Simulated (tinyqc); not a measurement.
From results back to parameters: periodic multilayer mirror for extreme ultraviolet light. Two cases, with inputs chosen for the exercise.

Problem. With a mean index 1 - dm the Bragg wavelength is lam_B = 2 L sqrt((1 - dm)^2 - sin^2 theta). It is given at 0 degrees and at th2; L and dm are hidden. Then the absorber share is Gm = (dm - delta_S)/(delta_A - delta_S), with the first entries of dS and dA; L is the period.

Find: L; dm; Gm.

Method. The difference of the squares is 4 L^2 sin^2(th2); then 1 - dm = lam_B(0)/(2 L).

Case 1.

Values chosen (out of a larger set: optical constants near those of Mo and Si at 13.5 nm; not measured data): th2 = 10 degrees (second angle); dA = (0.079, 0.00661) (delta and beta of the absorber, N = 1 - delta + i beta); dS = (0.0009, 0.0017) (delta and beta of the spacer and the substrate).

lam_B at 0 = 13.597426 nm
lam_B at th2 = 13.376438 nm

Solution.

L = 7.030 nm
dm = 0.0329
Gm = 0.41

Case 2.

Values chosen (out of a larger set: optical constants near those of Mo and Si at 13.5 nm; not measured data): th2 = 10 degrees (second angle); dA = (0.0765, 0.00686) (delta and beta of the absorber, N = 1 - delta + i beta); dS = (0.0011, 0.00179) (delta and beta of the spacer and the substrate).

lam_B at 0 = 13.458060 nm
lam_B at th2 = 13.241105 nm

Solution.

L = 6.930 nm
dm = 0.0290
Gm = 0.37

Computed by tinyqc, one run a case: `OMP_NUM_THREADS=1 python tinyqc.py N N+1 out.jsonl` with N = 1650780, 1650789; one thread of a shared Intel(R) Xeon(R) Processor @ 2.30GHz, about 0.01 s a run at most.
